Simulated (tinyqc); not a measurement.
# Resistance of a source-drain extension with a graded tip: two studies

y runs along the channel, the gate covers y > 0. The doping is N0 for y < y0 and N0 10^(-(y - y0)/la) beyond, uniform over the depth xj. Sheet conductance s(y) = q mu(N) max(N - Nch, 0) xj + (for y > 0) ma Cox Vo, with mu(N) = u0 + (u1 - u0)/(1 + (N/Nr)^au) and Cox = eps0 eox/tox. Current is taken as one-dimensional; depletion of the tip, spreading and the contact are left out. The metallurgical junction lies at yj, where N = Nch.

Values chosen for this exercise; mobility law close to that of electrons in silicon:
```
symbol   value        unit                                                               meaning
eox       22.4              relative permittivity of the gate insulator (close to hafnium oxide)
tox         10          nm                                                   insulator thickness
N0      1.4e20       cm^-3                      active doping of the extension far from the gate
la         3.5   nm/decade                                                    lateral abruptness
xj          24          nm                                                depth of the extension
Nch       5e17       cm^-3                                                        channel doping
Ls           7          nm                                                         spacer length
Vo        0.57           V                                                        gate overdrive
ma          90  cm^2/(V s)                                    mobility of the gate-induced layer
u1        1414  cm^2/(V s)                                                mobility at low doping
u0        68.5  cm^2/(V s)                                               mobility at high doping
Nr      9.2e16       cm^-3                                                      reference doping
au       0.711                                                                          exponent
Lg          60          nm                                                           gate length
```

Constants: q = 1.602176634e-19 C, eps0 = 8.8541878128e-14 F/cm where lengths are in cm. Results are converted to the units shown.

Each table varies one quantity; the others keep the values above.

## Abruptness at a fixed junction position

R_spacer = integral of dy/s from -Ls to 0, R_ov from 0 to yj, R_channel = (Lg - 2 yj)/(ma Cox Vo), R_total = 2 R_spacer + 2 R_ov + R_channel. Electrical length L_eff = ma Cox dR_total/d(1/Vo); R_series = R_total - L_eff/(ma Cox Vo). y0 is moved with la so that yj stays at 12.465 nm.

The same in every row: yj (nm) = 12.47; R_channel (ohm um) = 344.7.

Abruptness at a fixed junction position:
```
la (nm/decade)	R_spacer (ohm um)	R_ov (ohm um)	R_total (ohm um)	L_eff (nm)	R_series (ohm um)
1	1.721	9.586	367.3	35.84	15.07
1.9	1.721	15.52	379.2	36.51	20.29
2.8	1.721	21.46	391.0	37.19	25.50
3.7	1.721	27.39	402.9	37.87	30.71
4.6	1.721	33.33	414.8	38.55	35.93
5.6	1.806	39.85	428.0	39.30	41.74
6.5	2.431	45.21	440.0	39.97	47.14
7.4	3.732	49.98	452.1	40.62	52.90
```

What does the table show?

As la goes from 1 to 7.4 nm/decade, R_total rises from 367 to 452 ohm um, R_spacer rises from 1.72 to 3.73 ohm um and R_ov rises from 9.59 to 50.0 ohm um. R_total changes on average by 13.3 ohm um for each nm/decade. L_eff exceeds the metallurgical length by 0.768 nm in the first row and 5.55 nm in the last, since the gate also controls the lightly doped tips.

## Effect of the position under the gate where the fall begins

Same model as above.

Effect of the position under the gate where the fall begins:
```
y0 (nm)	yj (nm)	R_spacer (ohm um)	R_ov (ohm um)	R_channel (ohm um)	R_total (ohm um)	L_eff (nm)	R_series (ohm um)
-6	2.565	12.32	16.03	539.3	596.0	57.09	34.91
-4	4.565	4.619	21.71	500.0	552.6	53.43	27.46
-2	6.565	2.181	24.24	460.7	513.5	49.51	26.93
0	8.565	1.721	25.14	421.3	475.1	45.51	27.73
2	10.57	1.721	25.62	382.0	436.7	41.52	28.66
4	12.57	1.721	26.10	342.7	398.4	37.52	29.60
6	14.57	1.721	26.58	303.4	360.0	33.52	30.54
8	16.57	1.721	27.06	264.1	321.7	29.52	31.47
```

What does the comparison show?

As y0 goes from -6 to 8, R_total falls from 596 to 322 ohm um, L_eff falls from 57.1 to 29.5 nm and R_series goes from 34.9 through a minimum of 26.9 (at y0 = -2 among the rows listed) to 31.5 ohm um. More overlap also shortens the channel and adds capacitance, effects on threshold and speed that are left out.

Computed by the program tinyqc: `OMP_NUM_THREADS=1 python tinyqc.py 2282172 2282173 out.jsonl`, one thread of a shared Intel Xeon 2.30GHz, about 0.04 s for the whole run.
